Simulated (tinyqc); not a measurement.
RKS/B3LYP (VWN-RPA form) in the sto-3g basis, for H3-, spin multiplicity 1, step by step. The basis has no diffuse functions, so it cannot describe the extra electron: this is an exercise in the method, not the real anion. One step of it, computed by the program tinyqc.

Problem. Iteration 2: diagonalisation and new density. Diagonalise F' = X^T F X, C = X C', fill 2 alpha and 2 beta electrons from the bottom; D = 2 C_occ C_occ^T. Each column has its largest component positive (the first on a tie).

Kohn-Sham matrix F (hartree):
```
,1H 1s,2H 1s,3H 1s
1H 1s,0.178690,-0.085606,-0.031086
2H 1s,-0.085606,0.178690,-0.031086
3H 1s,-0.031086,-0.031086,0.503003
```

X:
```
,1H 1s,2H 1s,3H 1s
1H 1s,1.039047,-0.108798,-0.108827
2H 1s,-0.108798,1.039047,-0.108827
3H 1s,-0.108827,-0.108827,1.039056
```

Give: F' = X^T F X; orbital energies; coefficients C; D after iteration 2.

Solution.

F' = X^T F X (hartree):
```
,1,2,3
1,0.2266,-0.1216,-0.0971
2,-0.1216,0.2266,-0.0971
3,-0.0971,-0.0971,0.5593
```

orbital energies (hartree): MO1 0.0668, MO2 0.3482, MO3 0.5976

coefficients C:
```
,MO1,MO2,MO3
1H 1s,0.6044,0.8116,-0.2815
2H 1s,0.6044,-0.8116,-0.2815
3H 1s,0.1308,0.0000,1.0422
```

D after iteration 2:
```
,1H 1s,2H 1s,3H 1s
1H 1s,2.0482,-0.5869,0.1581
2H 1s,-0.5869,2.0482,0.1581
3H 1s,0.1581,0.1581,0.0342
```
